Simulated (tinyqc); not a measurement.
Inside a calculation. Model: potential-pH (Pourbaix) lines of a metal, its cation, its oxide and an oxyanion, with a complexing ligand. Computed by tinyqc, a small Python program that keeps every step. Command: `OMP_NUM_THREADS=1 python tinyqc.py 3006176 3006177 out.jsonl pourb walk`. One thread of a shared host (Intel(R) Xeon(R) Processor @ 2.30GHz), about 0.01 s of CPU time with the checks. Intermediate numbers are printed to about 5 digits and carried at full precision; extremes and crossings named in words are read from the listed rows.

Potentials are against the standard hydrogen electrode; solids and water have unit activity; dG_f of M, H+ and the electron is zero; F = e N_A and s = R T ln(10)/F. The cation carries z = 2.

Inputs (values chosen for the exercise, modelled on cobalt):

| quantity | value | unit |
|---|---|---|
| dG_f of the cation | -53.43 | kJ/mol |
| dG_f of the oxide | -215.41 | kJ/mol |
| dG_f of the oxyanion | -285 | kJ/mol |
| dG_f of water | -237.14 | kJ/mol |
| temperature T | 298.15 | K |
| log10 of the dissolved activity a | -2 | - |
| pH | 1.5 | - |
| potential E | 1.2 | V |
| log10 of the stability constant beta of ML | 11 | - |
| pKa of HL | 5.6 | - |
| total ligand c_L | 0.018 | mol/L |
| limiting current density i_L | 0.0015 | A/cm^2 |
| molar volume V_m | 6.67 | cm^3/mol |

Species: M, M2+, MO, MO2(2-).

exchange current densities, metal and cathodic (A/cm^2): 6.8e-06  1.6e-11

Tafel slopes, anodic and cathodic (mV/decade): 80  155

Constants: R = 8.314462618 J/(mol K); e = 1.602176634e-19 C; N_A = 6.02214076e+23 1/mol.

## Standard potentials

M2+ + 2e = M; MO + 2H+ + 2e = M + H2O; MO2(2-) + 4H+ + 2e = M + 2H2O. For each, E0 = -dG/(z F), and E = E0 + (s/z) log10 a - (s n_H/z) pH, with no activity term for the oxide.

s = 0.059159 V

E0 (V): cation -0.27688, oxide 0.11261, oxyanion 0.98087

The metal is less noble than hydrogen.

## Vertical lines

Two oxidised species coexist where their lines against the metal cross: pH1 (cation/oxide) = [E0(oxide) - E0(cation)]/s - (log10 a)/z; pH2 (oxide/oxyanion) = {[E0(oxyanion) - E0(oxide)]/s + (log10 a)/z}/(4/z - 1).

pH1 = 7.5837

pH2 = 13.677

width of the oxide field, pH2 - pH1 = 6.0930

The oxide is stable from pH 7.58 to 13.68; each decade less of dissolved metal narrows this field by 1.00 pH units.

## The stable species at (pH, E)

The metal is stable below the lowest of the three lines; above it, the species of the lowest line is stable. Water lines at 1 bar: hydrogen E = -s pH, oxygen E = -dG_f(water)/(2F) - s pH.

lines at this pH (V): cation -0.33604, oxide 0.02387, oxyanion 0.74424

upper limit of immunity = -0.33604 V

hydrogen line = -0.088739 V

oxygen line = 1.1402 V

E above the limit of immunity = 1.5360 V

Stable here: the cation (corrosion). The point lies outside the stability range of water. Water itself can oxidise the metal at this pH. Caution: other oxidation states, hydroxides and hydrides are left out, and the lines say nothing of rates.

## A complexing ligand

The free ligand is c_L/(1 + 10^(pKa - pH)) (ligand in excess); dissolved metal is a in all, so the free cation is a/alpha, alpha = 1 + beta [L]; the cation line drops by (s/z) log10 alpha.

free ligand = 1.4297e-06 mol/L

log10 alpha = 5.1552

cation line with ligand = -0.48853 V

that line less the oxide line = -0.51240 V

With the ligand the dissolved state lies below the oxide: the oxide dissolves at this pH. Caution: the ligand is not in tenfold excess over the metal, as assumed.

## Mixed potential with oxygen reduction

Anodic i = i0a 10^((E - E_a)/b_a) with E_a the cation line with ligand; cathodic i = i0c 10^((E_c - E)/b_c) with E_c the oxygen line; supply caps the cathodic current, 1/i_c = 1/i(Tafel) + 1/i_L. E_corr makes the two currents equal. Without the cap it would be [b_c E_a + b_a E_c + b_a b_c log10(i0c/i0a)]/(b_a + b_c). Rate = i V_m/(z F). Films are left out.

E_corr without the cap = -0.23107 V

corrosion potential E_corr = -0.30261 V

corrosion current density = 0.0014339 A/cm^2

i/i_L = 0.95592

etch rate = 29.737 nm/min

The current sits at the supply limit: stirring or more oxidant, not the ligand, sets the rate. Caution: E_corr lies below the hydrogen line, so hydrogen evolution, left out here, adds cathodic current.

## The diagram with and without ligand

The formulas are those given above.

Lines against the metal (V); the species with the lowest line is stable above it:

| pH | cation | oxide | oxyanion | stable above | cation with ligand | stable above, ligand |
|---|---|---|---|---|---|---|
| 0 | -0.33604 | 0.11261 | 0.92172 | cation | -0.44417 | dissolved |
| 2 | -0.33604 | -0.00571 | 0.68508 | cation | -0.50332 | dissolved |
| 4 | -0.33604 | -0.12403 | 0.44844 | cation | -0.56216 | dissolved |
| 5 | -0.33604 | -0.18319 | 0.33012 | cation | -0.58918 | dissolved |
| 6 | -0.33604 | -0.24235 | 0.21180 | cation | -0.60550 | dissolved |
| 7 | -0.33604 | -0.30151 | 0.09348 | cation | -0.60931 | dissolved |
| 8 | -0.33604 | -0.36067 | -0.02483 | oxide | -0.60976 | dissolved |
| 9 | -0.33604 | -0.41983 | -0.14315 | oxide | -0.60980 | dissolved |
| 10 | -0.33604 | -0.47899 | -0.26147 | oxide | -0.60981 | dissolved |
| 12 | -0.33604 | -0.59730 | -0.49811 | oxide | -0.60981 | dissolved |
| 14 | -0.33604 | -0.71562 | -0.73475 | oxyanion | -0.60981 | oxyanion |

Without ligand the oxide holds 4 of the eleven rows (pH 8 to 12), with it 0. The ligand acts once beta [L] exceeds 1, from pH = pKa - log10(beta c_L) = -3.7 on, that is in all rows; its line then falls by at most s/z per pH unit and flattens beyond pKa, 0.274 V below the free cation at most. The oxide line falls faster, by s per pH unit.

Checks made by the program: the lines cross at pH1 and pH2 (relative difference below 1e-10).
